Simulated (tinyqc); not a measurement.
p-n heterojunction, non-linear Poisson equation by Newton steps, Boltzmann statistics: two steps of the calculation.

One dimension, material 1 (p-type) at x < 0 and material 2 (n-type) at x > 0. Band edges: Ec = -psi in material 1 and -psi + dEc in material 2, Ev = Ec - Eg. Flat quasi-Fermi levels: 0 for holes, +V for electrons. n = Nc F((EFn - Ec)/Vt), p = Nv F((Ev - EFp)/Vt), with F(eta) = exp(eta) (Boltzmann statistics); full ionisation, no interface charge, classical densities; the doping types are chosen for the exercise.

Inputs (values chosen for the exercise); band and dielectric values those of a made-up pair: temperature T = 300 K; band gap of material 1 Eg1 = 0.848 eV; conduction-band density of states of material 1 Nc1 = 2.19e17 cm^-3; valence-band density of states of material 1 Nv1 = 8.34e18 cm^-3; band gap of material 2 Eg2 = 1.34 eV; conduction-band density of states of material 2 Nc2 = 6.32e17 cm^-3; valence-band density of states of material 2 Nv2 = 1.12e19 cm^-3; conduction-band offset Ec2 - Ec1 dEc = 0.17 eV; acceptor density of material 1 N1 = 1.4e18 cm^-3; donor density of material 2 N2 = 1.5e16 cm^-3; bias of side 1 against side 2 V = 0 V.

Constants: q = 1.602176634e-19 C, kB = 1.380649e-23 J/K, Vt = kB T/q. Results are converted to the units shown.

Problem 1. Newton step. Solve the tridiagonal system a_(i-1) d_(i-1) + b_i d_i + a_i d_(i+1) = -F_i for nodes 1 to 11, with d = 0 on fixed nodes. Half of the step is added while the largest |d| exceeds 1.5 Vt, the full step after that.

coupling a_i, interval 0 to 11 (F/cm^2): [1.7193597e-6, 2.0536797e-6, 2.3849183e-6, 2.8879870e-6, 3.3913976e-6, 4.0290173e-6, 4.0079877e-6, 1.3017700e-6, 4.9099758e-7, 1.8471668e-7, 6.9840725e-8, 2.6194541e-8]

```
node  diagonal b (F/cm^2)  residual F (C/cm^2)
1           -1.0613468e-5        3.7020253e-13
2           -1.0190661e-5        8.3839163e-12
3           -9.9736991e-6        1.1961280e-10
4           -9.8353339e-6         1.0720068e-9
5           -9.7358989e-6         6.5859740e-9
6           -9.1359982e-6         1.7809282e-6
7           -5.3097578e-6        -1.7723860e-6
8           -1.7927694e-6        -3.6982561e-8
9           -6.7736296e-7        -4.2400775e-8
10          -6.9174388e-7        -6.4719971e-9
11          -2.6561478e-6       -1.4615725e-11
```

psi after iteration 1, node 0 to 12 (V): [-0.80186475, -0.80181189, -0.80159120, -0.80073438, -0.79810464, -0.79130548, -0.77645245, -0.30532144, -0.21733363, -0.06672906, 0.05235544, 0.07275229, 0.07329183]

Give: Newton step d, before damping; psi after iteration 2.

Solution 1.

Newton step d, before damping, node 1 to 11 (V): [0.00000, 0.00000, -0.00002, -0.00010, -0.00060, -0.00300, -0.45057, -0.46708, -0.43552, -0.12599, -0.00332]
psi after iteration 2, node 0 to 12 (V): [-0.80186, -0.80181, -0.80159, -0.80074, -0.79816, -0.79160, -0.77795, -0.53061, -0.45087, -0.28449, -0.01064, 0.07109, 0.07329]

Problem 2. Band edges, densities and displacement. Ec, Ev, n and p as defined; D = a_k (psi_(k+1) - psi_k) on the interval that holds the interface.

```
node  x (nm)  converged psi (V)  material
0      -36.7        -0.80186475         1
1      -28.1        -0.80183194         1
2      -20.9        -0.80169502         1
3      -14.7        -0.80116476         1
4      -9.58        -0.79955251         1
5      -5.22        -0.79549733         1
6      -1.55        -0.78720406         1
7       1.55        -0.77066770         2
8       9.78        -0.72080030         2
9       31.6        -0.59594246         2
10      89.6        -0.31598146         2
11       243         0.06074662         2
12       652         0.07329183         2
```

coupling a_i, interval 0 to 11 (F/cm^2): [1.7193597e-6, 2.0536797e-6, 2.3849183e-6, 2.8879870e-6, 3.3913976e-6, 4.0290173e-6, 4.0079877e-6, 1.3017700e-6, 4.9099758e-7, 1.8471668e-7, 6.9840725e-8, 2.6194541e-8]

Give: Ec; Ev; n; p; D.

Solution 2.

```
node  Ec (eV)  Ev (eV)  n (cm^-3)  p (cm^-3)
0      0.8019   -0.046       7408   1.400e18
1      0.8018   -0.046       7418   1.398e18
2      0.8017   -0.046       7457   1.391e18
3      0.8012   -0.047       7611   1.363e18
4      0.7996   -0.048       8101   1.280e18
5      0.7955   -0.053       9477   1.094e18
6      0.7872   -0.061    1.306e4   7.940e17
7      0.9407   -0.399      99.59   2.191e12
8      0.8908   -0.449      685.4   3.184e11
9      0.7659   -0.574    8.579e4    2.544e9
10     0.4860   -0.854    4.331e9    5.039e4
11     0.1093   -1.231   9.233e15    0.02364
12     0.0967   -1.243   1.500e16    0.01455
```

D = 66.28 nC/cm^2

tinyqc, about 0.03 s, one thread, Intel Xeon 2.30GHz (shared host): `OMP_NUM_THREADS=1 python tinyqc.py 2040148 2040149 out.jsonl`
